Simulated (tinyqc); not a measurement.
Three ways to the same curve: density of states of one tight-binding band on the square lattice.

E(k) = -2 t (c1 + c2) - 4 t2 c1 c2 with ci = cos(2 pi ki); k in fractions of the reciprocal vectors, mesh k_i = j/N with j = 0 .. N-1. Densities are per cell and per spin, so the band holds one state.

Each square of the mesh is cut along (i, j)-(i+1, j+1) into two triangles. For corner energies e1 <= e2 <= e3 and eij = ei - ej, the share of the triangle below E is n = (E - e1)^2/(e21 e31) for e1 < E < e2 and n = 1 - (e3 - E)^2/(e31 e32) for e2 < E < e3; its density of states is g = dn/dE.

Gaussian broadening: g(E) = mean over the mesh of exp(-(E - E_k)^2/(2 sigma^2))/(sigma sqrt(2 pi)), n(E) = mean of erfc((E_k - E)/(sigma sqrt 2))/2.

Inputs chosen for the exercise:
```
symbol  value  unit  meaning
t       1.34   eV    nearest hopping
t2      0.01   eV    second hopping
N2      16           mesh points along each axis in this comparison
sigma   0.402  eV    Gaussian width
```

N = N2 here; the reference is the linear method with N = 240.

g(E) (1/eV):
```
E (eV)  reference  linear triangles  Gaussian, sigma  Gaussian, sigma/4  reference n(E)
-4.425      0.064             0.063            0.064              0.132           0.060
-3.450      0.072             0.072            0.073              0.102           0.126
-2.476      0.083             0.084            0.085              0.132           0.202
-1.501      0.101             0.102            0.101              0.125           0.291
-0.527      0.137             0.144            0.143              0.125           0.404
0.448       0.150             0.153            0.155              0.043           0.580
1.423       0.105             0.108            0.106              0.117           0.699
2.397       0.086             0.087            0.087              0.092           0.792
3.372       0.075             0.075            0.075              0.065           0.870
4.346       0.067             0.064            0.066              0.132           0.938
```

Root-mean-square errors against the reference: 0.0028 for linear triangles, 0.0025 for sigma and 0.0497 for sigma/4. The narrow Gaussian is worse than the wide one, because it resolves the separate mesh levels. The reference is highest at 0.448 eV of the energies listed, and half filling lies between -0.527 and 0.448 eV.

Computed by tinyqc, a small Python program: `OMP_NUM_THREADS=1 python tinyqc.py 1680291 1680292 out.jsonl` (the numbers bound the seed that draws the inputs); one thread of a shared host (Intel(R) Xeon(R) Processor @ 2.30GHz), about 0.08 s for the whole set of steps.
